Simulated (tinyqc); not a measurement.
# Polytypes and stacking faults of a tetrahedral semiconductor in an axial Ising model with couplings up to third neighbours, step by step

A worked calculation. Computed by tinyqc, a small Python program that keeps every step. Command: `OMP_NUM_THREADS=1 python tinyqc.py 3004686 3004687 out.jsonl polytype walk`. One thread of a shared host (Intel(R) Xeon(R) Processor @ 2.30GHz), about 0.01 s of CPU time with the checks. Intermediate numbers are printed to about 5 digits and carried at full precision; extremes and crossings named in words are read from the listed rows.

Each double layer has s = +1 or -1 for the sense of its stacking step; E per pair of atoms = E0 - sum_n J_n <s_i s_(i+n)>, n = 1, 2, 3. Hexagonality h = (1 - <s_i s_(i+1)>)/2.

Inputs (values chosen for the exercise, of the order of those of ZnS for J, a, G and the gaps):
```
quantity                                    value      unit
J1                                           1.71  meV/pair
J2                                         -0.083  meV/pair
J3                                           0.05  meV/pair
basal lattice constant a                     3.82  angstrom
shear modulus G                              34.3       GPa
Poisson ratio nu                             0.29         -
gap of 3C                                    3.72        eV
gap of 4H                                     3.8        eV
binding energy of the fault level E_b       0.047        eV
in-plane mass m                              0.31        m0
effective density of states N_c at 300 K  2.9e+19    1/cm^3
electron density n                        2.7e+17    1/cm^3
temperature T                                 550         K
```

Host polytype: 3C.

Constants: 1 eV/angstrom^2 = 16.02176634 J/m^2; m_0 = 9.1093837015e-31 kg; hbar = 1.054571817e-34 J s; k_B = 1.380649e-23 J/K; k_B = 8.617333262e-05 eV/K.

## Energies of the polytypes

correlations of the repeat units 3C (+), 2H (+-), 4H (++--), 6H (+++---), 15R (+++--), 8H (++++----), 21R (++++---), 9R (++-):
```
       n = 1    n = 2    n = 3
3C    1.0000   1.0000   1.0000
2H   -1.0000   1.0000  -1.0000
4H    0.0000  -1.0000   0.0000
6H    0.3333  -0.3333  -1.0000
15R   0.2000  -0.6000  -0.6000
8H    0.5000   0.0000  -0.5000
21R   0.4286  -0.1429  -0.7143
9R   -0.3333  -0.3333   1.0000
```

E - E(3C) = sum_n J_n (1 - C_n), C_n = <s_i s_(i+n)>. The gap is taken linear in h between 3C (h = 0) and 4H (h = 1/2), a rough rule, with a dash beyond.

Polytypes:
```
polytype       h  E - E(3C) (meV/pair)  gap by the linear rule (eV)
3C        0.0000                0.0000                       3.7200
2H        1.0000                3.5200                            -
4H        0.5000                1.5940                       3.8000
6H        0.3333                1.1293                       3.7733
15R       0.4000                1.3152                       3.7840
8H        0.2500                0.8470                       3.7600
21R       0.2857                0.9680                       3.7657
9R        0.6667                2.1693                            -
```

E(2H) - E(3C) = 3.52 meV/pair

E(4H) - E(3C) = 1.594 meV/pair

E(6H) - E(3C) = 1.1293 meV/pair

The lowest is 3C, 0.847 meV/pair below 8H. J1/|J2| = 20.60: for J3 = 0 and J2 < 0 the ground state is 2H below -2, 4H between -2 and 2, and 3C above 2; at 2 itself all periods with bands of two or more layers are degenerate. Four or more polytypes lie within 1.5 meV/pair, so small a spread that growth kinetics and seeds can decide.

## Back from three energies to J1, J2, J3

With d2, d4, d6 the energies of 2H, 4H, 6H over 3C: d2 = 2 J1 + 2 J3, d4 = J1 + 2 J2 + J3, d6 = (2/3) J1 + (4/3) J2 + 2 J3, so J2 = (d4 - d2/2)/2, J3 = (3/4)(d6 - (2/3) d4), J1 = d2/2 - J3.

J1 recovered = 1.71 meV/pair

J2 recovered = -0.083 meV/pair

J3 recovered = 0.050000 meV/pair

## Stacking-fault energies

fault coefficients k_n:
```
               J1  J2  J3
intrinsic       4   4   4
extrinsic       4   8   8
twin boundary   2   4   6
```

Faults in 3C: the sequences intrinsic (-), extrinsic (--), twin boundary (+ turns to -) are put between perfect repeats; k_n = (layers x C_n of the host) - sum_i s_i s_(i+n). gamma = sum k_n J_n/A, A = (sqrt 3/2) a^2; 1 meV/angstrom^2 = 16.02177 mJ/m^2.

gamma (mJ/m^2): intrinsic 8.5044, extrinsic 8.3371, twin boundary 4.2953

energy of the glide fault, intrinsic = 8.5044 mJ/m^2

The cheapest is the twin boundary fault.

## Splitting of a basal screw dislocation

Screw line, bounded by the intrinsic fault of energy gamma: b = a, partials b_p = a/sqrt 3; d = G b_p^2 (2 - 3 nu)/(8 pi gamma (1 - nu)). One partial is driven off by the shear stress gamma/b_p along its Burgers vector.

splitting width d = 12.423 nm

stress to open the fault = 38.561 MPa

## Electronic energy gained by the fault

The fault binds electrons in a two-dimensional band E_b below the conduction edge, g2 = m m0/(pi hbar^2) for one valley. With the Fermi level held by the bulk, eta = ln[n/N_c(T)], N_c(T) = N_c (T/300)^1.5, the grand potential falls by g2 (k_B T)^2 F1(x), x = eta + E_b/(k_B T), F1(x) = integral from 0 to infinity of ln(1 + exp(x - t)) dt; sheet density g2 k_B T ln(1 + e^x). Band bending by the trapped charge is left out, so the gain is an upper bound. Net fault energy = gamma of the intrinsic fault less the electronic gain.

x = -4.5942

sheet density = 6.1742e+10 1/cm^2

electronic gain = 0.0047003 mJ/m^2

net fault energy = 8.4997 mJ/m^2

The gain offsets 0.055 % of the fault energy.

## Gain against electron density

The formulas are those given above.

At T:
```
n (1/cm^3)        x  sheet density (1/cm^2)  gain (mJ/m^2)  gain/gamma  gain/gamma at T + 200 K
1.00e+14    -12.495              2.2983e+07     1.7452e-06  2.0521e-07               1.8395e-07
1.00e+15    -10.193              2.2983e+08     1.7452e-05  2.0521e-06               1.8395e-06
1.00e+16     -7.890              2.2979e+09     1.7451e-04  2.0519e-05               1.8395e-05
1.00e+17     -5.587              2.2940e+10     1.7436e-03  2.0502e-04               1.8387e-04
1.00e+18     -3.285              2.2563e+11     1.7292e-02  2.0332e-03               1.8313e-03
5.00e+18     -1.675              1.0534e+12     8.3485e-02  9.8166e-03               8.9981e-03
2.00e+19     -0.289              3.4309e+12     2.9919e-01  3.5181e-02               3.3915e-02
```

For x well below 0 the gain is k_B T times the sheet density and linear in n; for x well above 0 the well fills and the gain grows only about as x^2. It stays below the fault energy in all rows; 200 K more changes it by a factor 0.90 at 1e16.

Checks made by the program: the recovered constants (relative difference below 1e-10).
